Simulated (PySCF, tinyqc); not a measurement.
A ladder of methods, and size consistency: correlation methods against full CI in the sto-3g basis, for H4, spin multiplicity 1. Computed by the program tinyqc with PySCF. All electrons correlated; +Q is the Davidson correction (1 - c0^2) E_corr. The last columns treat two copies 100 angstrom apart as one system. FCI is the lowest singlet.

Geometry (angstrom):

| atom | x | y | z |
|---|---|---|---|
| H | 0.0000 | 0.0000 | 0.0000 |
| H | 0.0000 | 0.0000 | 1.1890 |
| H | 0.0000 | 0.0000 | 2.7460 |
| H | 0.0000 | 0.0000 | 3.9350 |

RHF energy of one = -2.014820 hartree

Correlation energies (hartree):

| method | E_corr of one | share of FCI (%) | E_corr of two at 100 angstrom | two minus twice one (mhartree) |
|---|---|---|---|---|
| MP2 | -0.05553 | 56.448 | -0.11105 | 0.000 |
| CISD | -0.09366 | 95.214 | -0.17228 | 15.043 |
| CISD+Q | -0.10251 | 104.215 | -0.19798 | 7.044 |
| CCSD | -0.09810 | 99.729 | -0.19620 | 0.000 |
| CCSD(T) | -0.09830 | 99.927 | -0.19659 | 0.000 |
| FCI | -0.09837 | 100.000 | - | - |

What does the comparison show, and why?

MP2 recovers 56 %, CISD 95.2 % and CCSD 99.7 % of the FCI value (c0^2 = 0.905 in CISD). MP2 and coupled cluster are size consistent, so their last column vanishes; CISD loses 15.04 mhartree, since a double excitation on each copy is a quadruple of the pair, and the Davidson correction leaves +7.04. The restricted reference is unstable here: a spin-polarised solution lies 0.0047 hartree lower (PySCF), so results built on it describe a poor reference.
